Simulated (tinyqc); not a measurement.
Shockley state of an s-p chain by decimation: sweeps and comparisons. A value that a table varies takes the place of the one given here.

Each site has s at -d/2 and p at +d/2: H0 = diag(-d/2, d/2). The block to the next site on the right is H1 = [[-ts, u], [-u, tp]] (rows s, p of site n; columns s, p of site n + 1). Bulk: H(k) = [[-d/2 - 2 ts cos k, 2i u sin k], [-2i u sin k, d/2 + 2 tp cos k]]. The bands are inverted at k = pi if d < 2 (ts + tp).

Decimation (Sancho-Rubio) at z = E + i eta: start with es = e = H0, A = H1, B = H1^T. Each round forms g = (z - e)^-1 and sets es += A g B, e += A g B + B g A, A = A g A, B = B g B, doubling the length covered. Stop when all |A| < 1e-10. Surface G = (z - es)^-1, bulk G = (z - e)^-1; densities -Im tr G/pi.

Inputs chosen for the exercise:
```
symbol  value  unit  meaning
d       1.97   eV    Ep - Es
ts      0.74   eV    s-s hopping
tp      0.95   eV    p-p hopping
u       0.9    eV    s-p hopping
eta     0.02   eV    broadening
E1      -1.12  eV    first energy
dE      0.181  eV    step
E       -0.5   eV    energy
```

## Surface against bulk across the gap

Eleven energies E1 + j dE.

Densities (1/eV):
```
E (eV)  surface    bulk
-1.120   0.1815  0.3918
-0.939   0.0678  0.7616
-0.758   0.0180  0.0271
-0.577   0.0250  0.0109
-0.396   0.0595  0.0074
-0.215   0.4711  0.0064
-0.034   0.5145  0.0069
0.147    0.0615  0.0096
0.328    0.0266  0.0225
0.509    0.0528  0.7427
0.690    0.1379  0.3456
```

edges of the bulk gap (201 k points) (eV): -0.9150  0.4950

What can be read from the table?

Inside the gap the bulk density is only the tail of the broadening, at least 0.0064. The surface density peaks at -0.034 eV among these rows (0.514); a chain of 60 sites puts the surface level at -0.1224 eV.

## Through the band inversion

d = f 2 (ts + tp). Gap edges from 201 k points; levels in the gap from an open chain of 60 sites (their mean, and the weight on the two end sites summed over them, divided by their number); a dash: none.

Against d:
```
f     d (eV)  top of lower band (eV)  bottom of upper band (eV)  levels in the gap  mean level (eV)  end weight
0.10   0.338                 -1.6490                     1.3110                  2          -0.0210       0.989
0.30   1.014                 -1.3930                     0.9730                  2          -0.0630       0.909
0.50   1.690                 -1.0550                     0.6350                  2          -0.1050       0.749
0.70   2.366                 -0.7170                     0.2970                  2          -0.1470       0.509
0.85   2.873                 -0.4635                     0.0435                  2          -0.1785       0.277
1.15   3.887                 -0.4635                     0.0435                  0                -           -
1.30   4.394                 -0.7170                     0.2970                  0                -           -
1.60   5.408                 -1.2240                     0.8040                  0                -           -
```

What can be read from the table?

Levels in the gap appear for f = 0.1, 0.3, 0.5, 0.7 and 0.85 and for none of the other rows; the gap closes at f = 1. The level lies at -0.0210 eV for f = 0.1 and -0.1785 eV for f = 0.85, on the line E = d (ts - tp)/(2 (ts + tp)), and its end weight goes from 0.99 to 0.28: no shift of the surface potential is needed, the inversion alone binds it.

## What each parameter does

Gap edges from 201 k points between 0 and pi, and the surface density at E by decimation. Each row changes one parameter from the base and keeps the others.

Results:
```
case           top of lower band (eV)  bottom of upper band (eV)  surface density (1/eV)
base                          -0.9150                     0.4950                  0.0335
d = 2.167 eV                  -0.8165                     0.3965                  0.0328
ts = 0.814 eV                 -0.9150                     0.6430                  0.0282
tp = 1.045 eV                 -1.1050                     0.4950                  0.0435
u = 0.99 eV                   -0.9150                     0.4950                  0.0330
eta = 0.04 eV                 -0.9150                     0.4950                  0.0665
```

What does this show?

The largest shifts from the base row, up to three for each result and ties (the steps differ in size, so this ranks the rows, not the parameters). top of lower band (eV): tp -0.1900, d +0.0985; unchanged at the printed digits by ts, u and eta. bottom of upper band (eV): ts +0.1480, d -0.0985; unchanged at the printed digits by tp, u and eta. surface density (1/eV): eta +0.0330, tp +0.0100, ts -0.0053. The base chain is inverted, so a surface state lies in the gap; E lies in the gap.

Run: tinyqc, `OMP_NUM_THREADS=1 python tinyqc.py 1451257 1451258 out.jsonl`; Intel(R) Xeon(R) Processor @ 2.30GHz, one thread, shared host; about 0.2 s of CPU time with all checks.
